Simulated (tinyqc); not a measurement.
Worked calculation: CCSD on RHF in the sto-6g basis, frozen core, for BeH2, spin multiplicity 1. Computed by tinyqc, a small Python program that keeps every step (integrals from PySCF). Settings: charge = 0, multiplicity = 1, basis = sto-6g, method = RHF, frozen orbitals = 1, energy threshold = 1e-10, iteration cap = 60, orthogonalisation = symmetric, start = Wolfsberg-Helmholz matrix, DIIS depth = 6, amplitude equations = CCSD, DIIS depth for amplitudes = 6, cap on updates = 90. Command: `OMP_NUM_THREADS=1 python tinyqc.py 28701 28702 out.jsonl` (the two numbers bound the seeds that draw the settings). One thread of a shared host (Intel(R) Xeon(R) Processor @ 2.60GHz), about 0.3 s of CPU time with the checks. The early iterations of the SCF are left out here.

## One-electron integrals

Geometry (angstrom):
```
atom         x          y         z
Be    0.000000   0.000000  0.000000
H     0.000000   1.257000  0.000000
H     0.000000  -1.229000  0.000000
```

Basis sto-6g: exponents (1/bohr^2) and contraction coefficients of normalised primitives:
```
element  l (shell)    exponent  coefficient
Be           s (1)  312.870494     0.009164
Be           s (1)   57.364463     0.049361
Be           s (1)   16.048509     0.168538
Be           s (1)    5.513096     0.370563
Be           s (1)    2.140897     0.416492
Be           s (1)    0.881739     0.130334
Be           s (2)   13.633247    -0.013253
Be           s (2)    2.698375    -0.046992
Be           s (2)    0.838653    -0.033785
Be           s (2)    0.322660     0.250242
Be           s (2)    0.140131     0.595117
Be           s (2)    0.064233     0.240706
Be           p (3)   13.633247     0.003760
Be           p (3)    2.698375     0.037679
Be           p (3)    0.838653     0.173897
Be           p (3)    0.322660     0.418036
Be           p (3)    0.140131     0.425860
Be           p (3)    0.064233     0.101708
H            s (1)   35.523221     0.009164
H            s (1)    6.513144     0.049361
H            s (1)    1.822143     0.168538
H            s (1)    0.625955     0.370563
H            s (1)    0.243077     0.416492
H            s (1)    0.100112     0.130334
```

Overlap, kinetic and nuclear-attraction integrals over the contracted functions; the nuclear repulsion is the sum of Za Zb / Rab.

nuclear repulsion = 3.61910169 hartree

overlap S:
```
           1Be 1s    1Be 2s   1Be 2px    1Be 2py   1Be 2pz     2H 1s      3H 1s
1Be 1s   1.000000  0.254764  0.000000   0.000000  0.000000  0.086509   0.091969
1Be 2s   0.254764  1.000000  0.000000   0.000000  0.000000  0.494429   0.505927
1Be 2px  0.000000  0.000000  1.000000   0.000000  0.000000  0.000000   0.000000
1Be 2py  0.000000  0.000000  0.000000   1.000000  0.000000  0.546926  -0.553553
1Be 2pz  0.000000  0.000000  0.000000   0.000000  1.000000  0.000000   0.000000
2H 1s    0.086509  0.494429  0.000000   0.546926  0.000000  1.000000   0.053536
3H 1s    0.091969  0.505927  0.000000  -0.553553  0.000000  0.053536   1.000000
```

kinetic energy T (hartree):
```
            1Be 1s     1Be 2s   1Be 2px    1Be 2py   1Be 2pz      2H 1s      3H 1s
1Be 1s    6.768753  -0.207382  0.000000   0.000000  0.000000  -0.012965  -0.012286
1Be 2s   -0.207382   0.220121  0.000000   0.000000  0.000000   0.082246   0.086963
1Be 2px   0.000000   0.000000  0.661265   0.000000  0.000000   0.000000   0.000000
1Be 2py   0.000000   0.000000  0.000000   0.661265  0.000000   0.221001  -0.230788
1Be 2pz   0.000000   0.000000  0.000000   0.000000  0.661265   0.000000   0.000000
2H 1s    -0.012965   0.082246  0.000000   0.221001  0.000000   0.768522  -0.010186
3H 1s    -0.012286   0.086963  0.000000  -0.230788  0.000000  -0.010186   0.768522
```

nuclear attraction V (hartree):
```
             1Be 1s     1Be 2s    1Be 2px    1Be 2py    1Be 2pz      2H 1s      3H 1s
1Be 1s   -15.566351  -1.867632   0.000000   0.000980   0.000000  -0.699618  -0.745856
1Be 2s    -1.867632  -3.078994   0.000000   0.003381   0.000000  -1.513234  -1.562512
1Be 2px    0.000000   0.000000  -2.994330   0.000000   0.000000   0.000000   0.000000
1Be 2py    0.000980   0.003381   0.000000  -3.247978   0.000000  -1.644850   1.681986
1Be 2pz    0.000000   0.000000   0.000000   0.000000  -2.994330   0.000000   0.000000
2H 1s     -0.699618  -1.513234   0.000000  -1.644850   0.000000  -3.117975  -0.187309
3H 1s     -0.745856  -1.562512   0.000000   1.681986   0.000000  -0.187309  -3.153644
```

core Hamiltonian H = T + V (hartree):
```
            1Be 1s     1Be 2s    1Be 2px    1Be 2py    1Be 2pz      2H 1s      3H 1s
1Be 1s   -8.797598  -2.075015   0.000000   0.000980   0.000000  -0.712583  -0.758143
1Be 2s   -2.075015  -2.858873   0.000000   0.003381   0.000000  -1.430988  -1.475549
1Be 2px   0.000000   0.000000  -2.333065   0.000000   0.000000   0.000000   0.000000
1Be 2py   0.000980   0.003381   0.000000  -2.586712   0.000000  -1.423848   1.451198
1Be 2pz   0.000000   0.000000   0.000000   0.000000  -2.333065   0.000000   0.000000
2H 1s    -0.712583  -1.430988   0.000000  -1.423848   0.000000  -2.349452  -0.197496
3H 1s    -0.758143  -1.475549   0.000000   1.451198   0.000000  -0.197496  -2.385122
```

## Two-electron integrals

Functions are numbered as in S; the eight-fold symmetry (ij|kl) = (ji|kl) = (kl|ij) leaves the list below.

Two-electron integrals (ij|kl) in chemists' order, unique and non-zero (hartree):
```
(11|11) 2.299996    (21|11) 0.361879    (21|21) 0.071926    (22|11) 0.570332
(22|21) 0.139654    (22|22) 0.417773    (31|31) 0.015252    (32|31) 0.022555
(32|32) 0.092340    (33|11) 0.570332    (33|21) 0.139654    (33|22) 0.417773
(33|33) 0.450117    (41|41) 0.015252    (42|41) 0.022555    (42|42) 0.092340
(43|43) 0.024258    (44|11) 0.570332    (44|21) 0.139654    (44|22) 0.417773
(44|33) 0.401601    (44|44) 0.450117    (51|51) 0.015252    (52|51) 0.022555
(52|52) 0.092340    (53|53) 0.024258    (54|54) 0.024258    (55|11) 0.570332
(55|21) 0.139654    (55|22) 0.417773    (55|33) 0.401601    (55|44) 0.401601
(55|55) 0.450117    (61|11) 0.127689    (61|21) 0.024571    (61|22) 0.047248
(61|33) 0.046864    (61|41) 0.002415    (61|42) 0.004588    (61|44) 0.048016
(61|55) 0.046864    (61|61) 0.008873    (62|11) 0.251514    (62|21) 0.062238
(62|22) 0.196635    (62|33) 0.189885    (62|41) 0.008704    (62|42) 0.047194
(62|44) 0.210132    (62|55) 0.189885    (62|61) 0.023250    (62|62) 0.128165
(63|31) 0.006665    (63|32) 0.028600    (63|43) 0.008658    (63|63) 0.013342
(64|11) 0.252799    (64|21) 0.063470    (64|22) 0.209935    (64|33) 0.197713
(64|41) 0.014318    (64|42) 0.074266    (64|44) 0.234378    (64|55) 0.197713
(64|61) 0.025106    (64|62) 0.156922    (64|64) 0.200871    (65|51) 0.006665
(65|52) 0.028600    (65|54) 0.008658    (65|65) 0.013342    (66|11) 0.415520
(66|21) 0.105006    (66|22) 0.365429    (66|33) 0.339290    (66|41) 0.019041
(66|42) 0.125769    (66|44) 0.417707    (66|55) 0.339290    (66|61) 0.040967
(66|62) 0.291139    (66|64) 0.381216    (66|66) 0.774999    (71|11) 0.136011
(71|21) 0.026158    (71|22) 0.050252    (71|33) 0.049845    (71|41) -0.002568
(71|42) -0.004860   (71|44) 0.051065    (71|55) 0.049845    (71|61) 0.008571
(71|62) 0.020628    (71|64) 0.020017    (71|66) 0.033985    (71|71) 0.010055
(72|11) 0.260401    (72|21) 0.064384    (72|22) 0.202499    (72|33) 0.195664
(72|41) -0.008996   (72|42) -0.048174   (72|44) 0.216169    (72|55) 0.195664
(72|61) 0.020060    (72|62) 0.075179    (72|64) 0.071554    (72|66) 0.128246
(72|71) 0.025555    (72|72) 0.134601    (73|31) 0.006997    (73|32) 0.029767
(73|43) -0.008909   (73|63) 0.006618    (73|73) 0.014268    (74|11) -0.258930
(74|21) -0.064973   (74|22) -0.213974   (74|33) -0.201551   (74|41) 0.014843
(74|42) 0.075954    (74|44) -0.238819   (74|55) -0.201551   (74|61) -0.019227
(74|62) -0.070525   (74|64) -0.062573   (74|66) -0.116107   (74|71) -0.027345
(74|72) -0.163299   (74|74) 0.207595    (75|51) 0.006997    (75|52) 0.029767
(75|54) -0.008909   (75|65) 0.006618    (75|75) 0.014268    (76|11) 0.033552
(76|21) 0.008054    (76|22) 0.023246    (76|33) 0.022826    (76|41) 0.000011
(76|42) 0.000071    (76|44) 0.024084    (76|55) 0.022826    (76|61) 0.002746
(76|62) 0.011347    (76|64) 0.012398    (76|66) 0.021976    (76|71) 0.002916
(76|72) 0.011591    (76|74) -0.012495   (76|76) 0.001322    (77|11) 0.424316
(77|21) 0.107135    (77|22) 0.370129    (77|33) 0.343800    (77|41) -0.019682
(77|42) -0.127239   (77|44) 0.422787    (77|55) 0.343800    (77|61) 0.032551
(77|62) 0.125917    (77|64) 0.115649    (77|66) 0.212738    (77|71) 0.044460
(77|72) 0.299100    (77|74) -0.388517   (77|76) 0.021976    (77|77) 0.774999
```

## Orthogonalisation

S = U s U^T; symmetric (Loewdin) form X = U s^(-1/2) U^T, so that X^T S X = 1.

eigenvalues of S: 0.194269  0.304954  0.926547  1.000000  1.000000  1.751182  1.823047

X:
```
            1Be 1s     1Be 2s   1Be 2px    1Be 2py   1Be 2pz      2H 1s      3H 1s
1Be 1s    1.026685  -0.145638  0.000000  -0.000907  0.000000   0.010712   0.008269
1Be 2s   -0.145638   1.317387  0.000000  -0.012204  0.000000  -0.350810  -0.372214
1Be 2px   0.000000   0.000000  1.000000   0.000000  0.000000   0.000000   0.000000
1Be 2py  -0.000907  -0.012204  0.000000   1.485459  0.000000  -0.525957   0.542473
1Be 2pz   0.000000   0.000000  0.000000   0.000000  1.000000   0.000000   0.000000
2H 1s     0.010712  -0.350810  0.000000  -0.525957  0.000000   1.380790  -0.144838
3H 1s     0.008269  -0.372214  0.000000   0.542473  0.000000  -0.144838   1.404526
```

## Iteration 6 (converged): orbitals

converged F (hartree):
```
            1Be 1s     1Be 2s   1Be 2px    1Be 2py   1Be 2pz      2H 1s      3H 1s
1Be 1s   -4.585431  -1.249502  0.000000   0.000379  0.000000  -0.430111  -0.457088
1Be 2s   -1.249502  -0.622234  0.000000   0.004398  0.000000  -0.448524  -0.460399
1Be 2px   0.000000   0.000000  0.205837   0.000000  0.000000   0.000000   0.000000
1Be 2py   0.000379   0.004398  0.000000  -0.278883  0.000000  -0.345419   0.349199
1Be 2pz   0.000000   0.000000  0.000000   0.000000  0.205837   0.000000   0.000000
2H 1s    -0.430111  -0.448524  0.000000  -0.345419  0.000000  -0.356126  -0.074965
3H 1s    -0.457088  -0.460399  0.000000   0.349199  0.000000  -0.074965  -0.370813
```

Diagonalise F' = X^T F X, C = X C', fill 3 alpha and 3 beta electrons from the bottom; D = 2 C_occ C_occ^T. Each column has its largest component positive (the first on a tie).

F' = X^T F X (hartree):
```
           1          2         3          4         5          6          7
1  -4.487748  -0.636887  0.000000  -0.002843  0.000000  -0.093249  -0.106697
2  -0.636887  -0.039854  0.000000  -0.005979  0.000000  -0.356298  -0.370013
3   0.000000   0.000000  0.205837   0.000000  0.000000   0.000000   0.000000
4  -0.002843  -0.005979  0.000000   0.322380  0.000000  -0.528277   0.538125
5   0.000000   0.000000  0.000000   0.000000  0.205837   0.000000   0.000000
6  -0.093249  -0.356298  0.000000  -0.528277  0.000000   0.131329  -0.165014
7  -0.106697  -0.370013  0.000000   0.538125  0.000000  -0.165014   0.138692
```

orbital energies (hartree): MO1 -4.587089, MO2 -0.475178, MO3 -0.442684, MO4 0.205837, MO5 0.205837, MO6 0.504106, MO7 1.065644

coefficients C:
```
               MO1        MO2        MO3       MO4        MO5        MO6        MO7
1Be 1s    0.994570  -0.222553  -0.017737  0.000000   0.000000  -0.190952   0.000791
1Be 2s    0.021411   0.525384   0.048424  0.000000   0.000000   1.318043  -0.049106
1Be 2px   0.000000   0.000000   0.000000  0.343408   0.939186   0.000000   0.000000
1Be 2py   0.000025  -0.043019   0.502580  0.000000   0.000000   0.018803   1.588349
1Be 2pz   0.000000   0.000000   0.000000  0.939186  -0.343408   0.000000   0.000000
2H 1s    -0.001353   0.365339   0.433104  0.000000   0.000000  -0.876529  -1.112661
3H 1s    -0.001072   0.434826  -0.362827  0.000000   0.000000  -0.852271   1.174510
```

D after iteration 6:
```
            1Be 1s     1Be 2s   1Be 2px    1Be 2py   1Be 2pz      2H 1s      3H 1s
1Be 1s    2.078027  -0.192980  0.000000   0.001370  0.000000  -0.180669  -0.182805
1Be 2s   -0.192980   0.557662  0.000000   0.003472  0.000000   0.425773   0.421716
1Be 2px   0.000000   0.000000  0.000000   0.000000  0.000000   0.000000   0.000000
1Be 2py   0.001370   0.003472  0.000000   0.508875  0.000000   0.403906  -0.402111
1Be 2pz   0.000000   0.000000  0.000000   0.000000  0.000000   0.000000   0.000000
2H 1s    -0.180669   0.425773  0.000000   0.403906  0.000000   0.642107   0.003437
3H 1s    -0.182805   0.421716  0.000000  -0.402111  0.000000   0.003437   0.641436
```

Within a degenerate level the vectors are fixed only up to a rotation; this is one choice.

## Convergence

Stop when the energy changes by less than 1e-10 hartree and every element of the error matrix X^T (F D S - S D F) X is below 3e-06.

Course of the cycle:
```
iteration   E (hartree)     change  largest element of the error matrix
1          -15.71462762          -                             1.33e-01
2          -15.72417276  -9.55e-03                             1.25e-02
3          -15.72430056  -1.28e-04                             6.84e-04
4          -15.72430150  -9.33e-07                             1.68e-05
5          -15.72430150  -3.62e-10                             4.62e-07
6          -15.72430150  -2.20e-13                             2.36e-08
```

PySCF RHF in the same basis = -15.72430150 hartree

Converged in 6 iterations.

## Integrals over molecular orbitals

(pq|rs) = sum C_ip C_jq C_kr C_ls (ij|kl), one index at a time.

one-electron integrals over orbitals h = C^T H C (hartree):
```
           1          2          3          4          5          6          7
1  -8.788318   0.232915   0.019143   0.000000   0.000000   0.195064  -0.001070
2   0.232915  -2.542290   0.006552   0.000000   0.000000  -0.145343   0.017747
3   0.019143   0.006552  -2.507845   0.000000   0.000000  -0.023987  -0.255256
4   0.000000   0.000000   0.000000  -2.333065   0.000000   0.000000   0.000000
5   0.000000   0.000000   0.000000   0.000000  -2.333065   0.000000   0.000000
6   0.195064  -0.145343  -0.023987   0.000000   0.000000  -1.939596  -0.003229
7  -0.001070   0.017747  -0.255256   0.000000   0.000000  -0.003229  -1.754933
```

Two-electron integrals over orbitals (pq|rs), unique and non-zero (hartree); the lowest 1 orbital is frozen and left out:
```
(22|22) 0.414594    (32|22) -0.030654   (32|32) 0.162156    (33|22) 0.417777
(33|32) 0.025711    (33|33) 0.449926    (42|42) 0.049798    (43|42) 0.002795
(43|43) 0.015771    (44|22) 0.375543    (44|32) -0.000255   (44|33) 0.364675
(44|44) 0.450117    (52|52) 0.049798    (53|52) 0.002795    (53|53) 0.015771
(54|54) 0.024258    (55|22) 0.375543    (55|32) -0.000255   (55|33) 0.364675
(55|44) 0.401601    (55|55) 0.450117    (62|22) -0.031035   (62|32) 0.009200
(62|33) -0.049742   (62|44) 0.045850    (62|55) 0.045850    (62|62) 0.076051
(63|22) 0.014698    (63|32) -0.094291   (63|33) -0.020627   (63|44) 0.006146
(63|55) 0.006146    (63|62) 0.002141    (63|63) 0.082738    (64|42) 0.047450
(64|43) 0.004373    (64|64) 0.051679    (65|52) 0.047450    (65|53) 0.004373
(65|65) 0.051679    (66|22) 0.405453    (66|32) 0.003613    (66|33) 0.417407
(66|44) 0.374432    (66|55) 0.374432    (66|62) -0.036849   (66|63) -0.006562
(66|66) 0.419662    (72|22) 0.010878    (72|32) -0.047526   (72|33) -0.004033
(72|44) -0.004391   (72|55) -0.004391   (72|62) -0.011718   (72|63) 0.060666
(72|66) 0.001959    (72|72) 0.058200    (73|22) -0.010380   (73|32) -0.000506
(73|33) -0.024841   (73|44) 0.053391    (73|55) 0.053391    (73|62) 0.070602
(73|63) 0.011571    (73|66) -0.029098   (73|72) -0.004061   (73|73) 0.080410
(74|42) -0.002223   (74|43) 0.013743    (74|64) -0.000747   (74|74) 0.016174
(75|52) -0.002223   (75|53) 0.013743    (75|65) -0.000747   (75|75) 0.016174
(76|22) -0.025005   (76|32) 0.142459    (76|33) 0.025341    (76|44) -0.000284
(76|55) -0.000284   (76|62) 0.007255    (76|63) -0.096425   (76|66) 0.005254
(76|72) -0.060027   (76|73) -0.002512   (76|76) 0.142848    (77|22) 0.442214
(77|32) -0.007329   (77|33) 0.459266    (77|44) 0.396182    (77|55) 0.396182
(77|62) -0.045344   (77|63) 0.000417    (77|66) 0.447711    (77|72) 0.006616
(77|73) -0.020084   (77|76) -0.004462   (77|77) 0.505189
```

## CCSD: starting amplitudes

t_ij^ab = <ij||ab> / (e_i + e_j - e_a - e_b), whose energy is MP2.

Starting amplitudes (spin orbitals 1a, 1b, ...; amplitudes related by a flip of all spins are not repeated):
```
from      to          t
3a 3b  6a 6b  -0.043694
2a 2b  6a 6b  -0.038830
2a 2b  5a 5b  -0.036562
2a 2b  4a 4b  -0.036562
2a 3b  6a 7b  -0.028381
3a 3b  7a 7b  -0.026655
2a 3b  6b 7a   0.024387
2a 2b  7a 7b  -0.018886
3a 3b  5a 5b  -0.012159
3a 3b  4a 4b  -0.012159
3a 3b  6a 7b  -0.004713
2a 2b  6a 7b   0.004650
2a 3a  6a 7a  -0.003994
2a 3b  5a 5b  -0.002102
2a 3b  4a 4b  -0.002102
2a 3b  7a 7b   0.001332
2a 3b  6a 6b  -0.001112
```

correlation energy = -0.02113866 hartree

## CCSD: amplitude update 1

t_i^a D_i^a and t_ij^ab D_ij^ab are set to the remaining terms of the spin-orbital equations, evaluated with the old amplitudes; for the doubles these are <ij||ab> + 1/2 <ab||ef> t_ij^ef + 1/2 <mn||ij> t_mn^ab + P(ij)P(ab) <mb||ej> t_im^ae + terms in t^2 + terms with t1, D the orbital-energy denominators.

Amplitudes after update 1 (spin orbitals 1a, 1b, ...; amplitudes related by a flip of all spins are not repeated):
```
from      to          t
3a 3b  6a 6b  -0.058837
2a 2b  6a 6b  -0.049844
2a 2b  5a 5b  -0.046923
2a 2b  4a 4b  -0.046923
2a 3b  6a 7b  -0.038349
2a 3b  6b 7a   0.033767
3a 3b  7a 7b  -0.033386
2a 2b  7a 7b  -0.023923
3a 3b  5a 5b  -0.010151
3a 3b  4a 4b  -0.010151
3a 3b  6a 7b  -0.006482
2a 2b  6a 7b   0.006273
2a        6a   0.004723
2a 3a  6a 7a  -0.004582
2a 3b  5a 5b  -0.003126
2a 3b  4a 4b  -0.003126
2a 3b  7a 7b   0.001698
2a 3b  6a 6b  -0.001398
3a        7a  -0.001259
3a        6a   0.000394
2a        7a   0.000047
```

correlation energy = -0.02768320 hartree

## CCSD: amplitude update 2

As before.

Amplitudes after update 2 (spin orbitals 1a, 1b, ...; amplitudes related by a flip of all spins are not repeated):
```
from      to          t
3a 3b  6a 6b  -0.065355
2a 2b  6a 6b  -0.053215
2a 2b  5a 5b  -0.050695
2a 2b  4a 4b  -0.050695
2a 3b  6a 7b  -0.041440
2a 3b  6b 7a   0.036713
3a 3b  7a 7b  -0.035384
2a 2b  7a 7b  -0.025383
3a 3b  5a 5b  -0.007395
3a 3b  4a 4b  -0.007395
2a        6a   0.007284
3a 3b  6a 7b  -0.007034
2a 2b  6a 7b   0.006760
2a 3a  6a 7a  -0.004727
2a 3b  5a 5b  -0.003666
2a 3b  4a 4b  -0.003666
3a        7a  -0.002039
2a 3b  7a 7b   0.001798
2a 3b  6a 6b  -0.001369
3a        6a   0.000597
2a        7a   0.000081
```

correlation energy = -0.02983978 hartree

## CCSD: convergence

E_corr = 1/4 sum <ij||ab> t_ij^ab + 1/2 sum <ij||ab> t_i^a t_j^b; stop when the norm of the change is below 1e-8.

Course of the amplitude iterations:
```
update  correlation energy (hartree)  norm of the change
0                        -0.02113866                   -
1                        -0.02768320            6.47e-02
2                        -0.02983978            2.42e-02
3                        -0.03108022            1.04e-02
4                        -0.03106652            2.08e-03
5                        -0.03106796            2.94e-04
6                        -0.03106736            1.80e-05
7                        -0.03106755            4.89e-06
8                        -0.03106755            9.05e-07
9                        -0.03106755            9.41e-08
10                       -0.03106755            1.03e-08
11                       -0.03106755            2.37e-09
```

Converged amplitudes (spin orbitals 1a, 1b, ...; amplitudes related by a flip of all spins are not repeated):
```
from      to          t
3a 3b  6a 6b  -0.070849
2a 2b  5a 5b  -0.054285
2a 2b  4a 4b  -0.054285
2a 2b  6a 6b  -0.053872
2a 3b  6a 7b  -0.043072
2a 3b  6b 7a   0.038016
3a 3b  7a 7b  -0.036022
2a 2b  7a 7b  -0.025876
2a        6a   0.009931
3a 3b  6a 7b  -0.007285
2a 2b  6a 7b   0.006975
2a 3a  6a 7a  -0.005056
2a 3b  5a 5b  -0.004303
2a 3b  4a 4b  -0.004303
3a 3b  5a 5b  -0.003431
3a 3b  4a 4b  -0.003431
3a        7a  -0.003053
2a 3b  7a 7b   0.001825
2a 3b  6a 6b  -0.001095
3a        6a   0.000793
2a        7a   0.000134
```

CCSD total energy = -15.75536904 hartree

T1 diagnostic, norm of the one-spin t1 over sqrt(correlated electrons) = 0.005210

Converged in 11 updates, with DIIS from the third.
